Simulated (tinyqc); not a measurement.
Disorder broadening of a flat band (such as a Landau level) in the self-consistent Born approximation: one step of the calculation.

The local Green function is G = g0(z - Sigma) with z = E + i eta and g0(z) = 1/z; the self-energy is Sigma = D G. The density of states is -Im G/pi.

Task. Density of states and lifetime. G = Sigma/D, density of states -Im G/pi, lifetime hbar/(2 |Im Sigma|); without disorder the density of states is -Im g0(z)/pi. Closed form: G = (z - sqrt(z^2 - 4 D))/(2 D) with the root that gives Im G < 0; for eta -> 0 a semi-ellipse of half-width 2 sqrt(D).

Values chosen for this exercise: variance of the random potential D = 0.021 eV^2; bare broadening eta = 0.01 eV; energy from the band centre E = 0.188 eV.

Constants: q = 1.602176634e-19 C, hbar = 1.054571817e-34 J s. Results are converted to the units shown.

converged Sigma = 0.08974606-0.10548573i eV

Wanted: density of states; lifetime; density of states without disorder.

Result.

density of states = 1.5989 1/eV
lifetime = 3.1199 fs
density of states without disorder = 0.089806 1/eV

Disorder makes the density of states at this energy 17.8 times the clean value.

Range of the model: The self-consistent Born approximation misses band tails from rare fluctuations and localisation.

Program tinyqc, `OMP_NUM_THREADS=1 python tinyqc.py 2720117 2720118 out.jsonl`; Intel Xeon 2.30GHz, shared host, one thread, about 0.01 s.
